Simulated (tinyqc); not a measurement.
Metal gate on a two-layer dielectric stack with fixed charge and a dipole: two steps of the calculation.

Gate, layer 2, layer 1, p-type semiconductor; x runs from the gate inwards. Charges are counted in units of +q. psi is the band bending at the surface, positive towards inversion. Classical charge, Boltzmann statistics, no interface traps.

Inputs (values chosen for the exercise); band and dielectric values close to those of silicon, layer 1 close to silicon dioxide, layer 2 close to hafnium oxide:
- T = 300 K (temperature)
- Eg = 1.12 eV (band gap)
- eps_r = 11.9 (relative permittivity)
- Nc = 2.84e19 cm^-3 (conduction-band density of states at T)
- Nv = 2.67e19 cm^-3 (valence-band density of states at T)
- chi = 3.97 eV (electron affinity)
- Na = 4e17 cm^-3 (acceptor density)
- pM = 5.13 eV (work function of the gate metal)
- t1 = 1.1 nm (thickness of layer 1, next to the semiconductor)
- e1 = 3.84 (relative permittivity of layer 1)
- t2 = 3 nm (thickness of layer 2, next to the gate)
- e2 = 22.7 (relative permittivity of layer 2)

Constants: q = 1.602176634e-19 C, kB = 1.380649e-23 J/K, Vt = kB T/q, eps0 = 8.8541878128e-14 F/cm where lengths are in cm. Results are converted to the units shown.

Problem 1. Equivalent thickness and work-function difference. EOT = 3.9 (t1/e1 + t2/e2), Cox = eps0/(t1/e1 + t2/e2); phi_ms = pM - (chi + Eg - Vt ln(Nv/Na)).

Give: EOT; Cox; share of layer 1 in the EOT; phi_ms.

Solution 1.

EOT = 1.6326 nm
Cox = 2.1151 uF/cm^2
share of layer 1 in the EOT = 68.430 %
phi_ms = 0.14860 V

Problem 2. Threshold voltage. ni = sqrt(Nc Nv) exp(-Eg/(2 Vt)), Eg in volts, pB = Vt ln(Na/ni), Vth = Vfb + 2 pB + sqrt(4 q eps0 eps_r Na pB)/Cox.

Vfb = 0.12966700 V
Cox = 2.1151051 uF/cm^2

Find: ni; pB; depletion charge; Vth.

Solution 2.

ni = 1.077e10 cm^-3
pB = 0.4506 V
depletion charge = 0.3489 uC/cm^2
Vth = 1.196 V

tinyqc, about 0.01 s, one thread, Intel Xeon 2.30GHz (shared host): `OMP_NUM_THREADS=1 python tinyqc.py 2010158 2010159 out.jsonl`
